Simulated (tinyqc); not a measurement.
What moves the results: pair of shallow donors (hydrogen-like orbitals). A value that a table varies takes the place of the one given here.

Each donor has the orbital exp(-r/a); energy unit Ha* = q/(eps a), q = e^2/(4 pi eps0), so that a lone donor is bound by Ha*/2; x = R/a. One electron: S = (1 + x + x^2/3) exp(-x), j = 1/x - (1 + 1/x) exp(-2x), k = (1 + x) exp(-x); levels E(+/-) = -1/2 - (j +/- k)/(1 +/- S) in Ha*, without the repulsion of the ions, split by D = |E(-) - E(+)|. In six valleys the overlaps S and k are multiplied by v = [cos(K Rx) + cos(K Ry) + cos(K Rz)]/3, K = k0 (2 pi/a_lat), for isotropic envelopes and the symmetric valley state.

Two electrons, Heitler-London: with S' = (1 - x + x^2/3) exp(x), C = 1/x - exp(-2x)(1/x + 11/8 + 3x/4 + x^2/6), X = (1/5){exp(-2x)(25/8 - 23x/4 - 3x^2 - x^3/3) + (6/x)[S^2 (0.5772157 + ln x) + S'^2 Ei(-4x) - 2 S S' Ei(-2x)]}, Q = C - 2j + 1/x and A = X - 2 S k + S^2/x, the singlet and triplet lie at (Q +/- w A)/(1 +/- w S^2) from two lone donors, with the valley weight w = v^2; the exchange is J = triplet - singlet.

Constants: e^2/(4 pi eps0) = 14.39964547 eV angstrom.

Parameters, chosen for this exercise (near those of two donors in Si; shifted at random, so the results belong to these values and not to a real crystal): a = 17.3 angstrom (orbital radius); eps = 11.4 (dielectric constant); a_lat = 5.431 angstrom (lattice constant); k0 = 0.842 2 pi/a_lat (valley position); sites = ((7.5, 7.5, 0), (8, 8, 0), (8.5, 8.5, 0), (9, 9, 0), (9.5, 9.5, 0), (10, 10, 0), (10.5, 10.5, 0), (11, 11, 0), (11.5, 11.5, 0), (12, 12, 0)) a_lat (positions of the second donor); Ns = (0.032, 0.079, 0.19, 0.47, 1.1, 2.4, 4.7) x 1e18/cm^3 (donor densities); n = (10, 0, 0) a_lat (separation vector).

## Lattice sites along [110]

D and J for each site, and for v = 1.

Results:

| site | R (angstrom) | v | D (meV) | J (micro-eV) | J for v = 1 |
|---|---|---|---|---|---|
| (7.5, 7.5, 0) | 57.6 | 0.069 | 0.693 | 17.5 | 3.74e+03 |
| (8, 8, 0) | 61.4 | 0.275 | 2.42 | 208 | 2.77e+03 |
| (8.5, 8.5, 0) | 65.3 | 0.701 | 5.44 | 995 | 2.03e+03 |
| (9, 9, 0) | 69.1 | -0.255 | 1.66 | 95.7 | 1.47e+03 |
| (9.5, 9.5, 0) | 73.0 | 1.000 | 5.70 | 1.07e+03 | 1.07e+03 |
| (10, 10, 0) | 76.8 | -0.251 | 1.18 | 48.2 | 766 |
| (10.5, 10.5, 0) | 80.6 | 0.694 | 2.79 | 264 | 547 |
| (11, 11, 0) | 84.5 | 0.283 | 0.956 | 31.2 | 389 |
| (11.5, 11.5, 0) | 88.3 | 0.061 | 0.173 | 1.02 | 275 |
| (12, 12, 0) | 92.2 | 0.863 | 2.07 | 144 | 194 |

What can be read from the table?

Over these sites the envelope alone changes J by a factor 19.3, and the valley factor v^2 by 270; J runs from 1.02 at (11.5, 11.5, 0) to 1.07e+03 micro-eV at (9.5, 9.5, 0). Along [110] only two valleys keep their phase, so v = (1 + 2 cos)/3 can pass through zero. J does not fall steadily with distance.

## From lone donors to an impurity band (impurity band of shallow donors (Hubbard estimate))

Donors on a simple cubic lattice of spacing R = N^(-1/3) (1/angstrom^3 = 1e24/cm^3), Ha* = q/(eps a), q = e^2/(4 pi eps0), x = R/a. Hopping t = Ha* (1 + x) exp(-x), band width B = 12 t, on-site repulsion U = (5/8) Ha*; the gap closes near B/U = 1.15. Valley factors and disorder are left out.

Results:

| N (1e18/cm^3) | R (angstrom) | N^(1/3) a | t (meV) | B (meV) | B/U |
|---|---|---|---|---|---|
| 0.032 | 315.0 | 0.055 | 1.74e-05 | 0.000208 | 4.57e-06 |
| 0.079 | 233.1 | 0.074 | 0.00149 | 0.0179 | 0.000392 |
| 0.19 | 173.9 | 0.099 | 0.0347 | 0.416 | 0.00912 |
| 0.47 | 128.6 | 0.135 | 0.364 | 4.36 | 0.0956 |
| 1.1 | 96.9 | 0.179 | 1.78 | 21.4 | 0.469 |
| 2.4 | 74.7 | 0.232 | 5.18 | 62.1 | 1.36 |
| 4.7 | 59.7 | 0.290 | 10.3 | 124 | 2.71 |

How do the results move?

B/U passes 1.15 between 1.1 and 2.4 x 1e18/cm^3; the root is x = 4.52, N^(1/3) a = 0.221, N = 2.1 x 1e18/cm^3, below the 3.4 that the empirical rule N^(1/3) a = 0.26 gives; the estimate is rough, since random positions, the overlap of the orbitals and screening are left out. While N grows by 147 times, t grows by 5.94e+05 times.

## What each parameter does

x, D = |E(-) - E(+)| and J. Each row changes one parameter from the base and keeps the others.

Results:

| case | x | D (meV) | J (micro-eV) |
|---|---|---|---|
| base | 3.139 | 4.310 | 669 |
| a = 15.6 angstrom | 3.481 | 3.851 | 472 |
| eps = 12.5 | 3.139 | 3.930 | 611 |
| k0 = 0.822 2 pi/a_lat | 3.139 | 8.748 | 2.54e+03 |
| n = (11, 0, 0) a_lat | 3.453 | 6.179 | 1.30e+03 |

How do the results move?

The largest shifts from the base row, up to three for each result and ties (the steps differ in size, so this ranks the rows, not the parameters). x: a +0.342, n +0.314; unchanged at the printed digits by eps and k0. D (meV): k0 +4.44, n +1.87, a -0.458. J (micro-eV): k0 +1.87e+03, n +629, a -197.

tinyqc: `OMP_NUM_THREADS=1 python tinyqc.py 1251466 1251467 out.jsonl`; about 0.01 s, one thread, shared Intel(R) Xeon(R) Processor @ 2.30GHz.
